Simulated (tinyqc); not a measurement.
Inside a calculation: averaged masses of warped heavy- and light-hole bands. Values are carried at full precision from step to step, so a last printed digit may differ when a step is redone from the rounded ones.

Constants: Ry = 13.60569312 eV; a0 (Bohr radius) = 0.5291772105 angstrom; kB = 8.617333262e-05 eV/K; hbar^2/2m0 = 3.80998211 eV angstrom^2.

Inputs chosen for the exercise (near those of GaAs; the results hold for these values, not for the real material): g1 = 7.01 (Luttinger gamma1); g2 = 2.07 (gamma2); g3 = 2.92 (gamma3); eps = 13.17 (dielectric constant); mso = 0.167 m0 (split-off mass); Dso = 0.342 eV (spin-orbit splitting); T = 200 K (temperature).

## Other forms of the parameters

Dresselhaus-Kip-Kittel form E = c [A k^2 -/+ sqrt(B^2 k^4 + C^2 (kx^2 ky^2 + ky^2 kz^2 + kz^2 kx^2))] with A = g1, B = 2 g2, C^2 = 12 (g3^2 - g2^2). Spherical form: mu = (6 g3 + 4 g2)/(5 g1), delta = (g3 - g2)/g1, masses 1/(g1 (1 -/+ mu)). Effective rydberg R* = Ry/(g1 eps^2) and radius a* = a0 g1 eps.

A, B, |C|: 7.010  4.140  7.134

mu, delta: 0.7361  0.1213

spherical masses, heavy and light (m0): 0.5405  0.0822

R* = 11.19 meV
a* = 48.9 angstrom

delta/mu = 0.16 measures the warping against the spherical splitting.

## Masses along six directions

Four-band hole energies E = c k^2 f(u), c = hbar^2/2m0, f = g1 -/+ 2 sqrt(g2^2 + 3 (g3^2 - g2^2) s), s = ux^2 uy^2 + uy^2 uz^2 + uz^2 ux^2 for the unit vector u; minus for heavy, plus for light holes; the mass along u is 1/f.

Give s and both masses.

Masses (m0):
```
direction        s   heavy   light
[100]      0.00000  0.3484  0.0897
[110]      0.25000  0.6472  0.0802
[111]      0.33333  0.8547  0.0778
[310]      0.09000  0.4256  0.0857
[221]      0.29630  0.7498  0.0788
[411]      0.10185  0.4376  0.0852
```

The heavy mass grows by a factor of 2.45 from [100] to [111] while the light one shrinks by 13 %; 1/m_heavy + 1/m_light = 2 g1 in every direction.

## Density-of-states masses from three directions

m_d^(3/2) is the angular mean of m(u)^(3/2). The rule mean = (10 F[100] + 16 F[110] + 9 F[111])/35 is exact for cubic harmonics up to sixth order. Total m_d = (m_h^(3/2) + m_l^(3/2))^(2/3).

m^(3/2):
```
direction    heavy    light
[100]      0.20567  0.02686
[110]      0.52063  0.02270
[111]      0.79017  0.02171
```

m_d heavy, light (m0): 0.6299  0.0823

total = 0.6496 m0
share of light holes = 4.5 %

## Averages on a grid

Grid: n x n midpoints in cos(theta) from 0 to 1 and phi from 0 to pi/2, equal weights. m_d = <f^(-3/2)>^(2/3). Conductivity mass for one scattering time: 1/m_c = <|w|^2 f^(-5/2)>/<f^(-3/2)> with w = grad_k(k^2 f)/(2 k), that is |w|^2 = f^2 + |angular gradient of f|^2/4.

Use n = 40.

m_d heavy, light (m0): 0.5937  0.0820

m_c heavy, light (m0): 0.4723  0.0815

The three-direction rule differs from the grid by +6.10 % for heavy holes. Warping makes m_c of the heavy holes 20 % smaller than m_d; on a sphere the two are equal.

## Effective density of states

Nv = 2 (kT/(4 pi c))^(3/2) [m_h^(3/2) + m_l^(3/2) + mso^(3/2) exp(-Dso/kT)], c = hbar^2/2m0, parabolic bands, m_h and m_l the density-of-states masses from the grid; 1 angstrom^-3 = 1e24 cm^-3.

prefactor = 1.3660e+19 cm^-3

the three terms: 0.45744  0.02347  0.00000

Nv = 6.569e+18 cm^-3

shares (%): 95.1  4.9  0.0

kT/Dso = 0.05, small enough for the four-band form.

## Checks

- m_d and m_c of heavy holes for g2 = g3 against 1/(g1 - 2 g3): they agree to 1e-10 or better.
- m_d of heavy holes on grids of 40 and 160: both 0.5937.

Computed by tinyqc, a small Python program: `OMP_NUM_THREADS=1 python tinyqc.py 1080564 1080565 out.jsonl` (the numbers bound the seed that draws the inputs); one thread of a shared host (Intel(R) Xeon(R) Processor @ 2.30GHz), about 0.03 s for the whole set of steps.
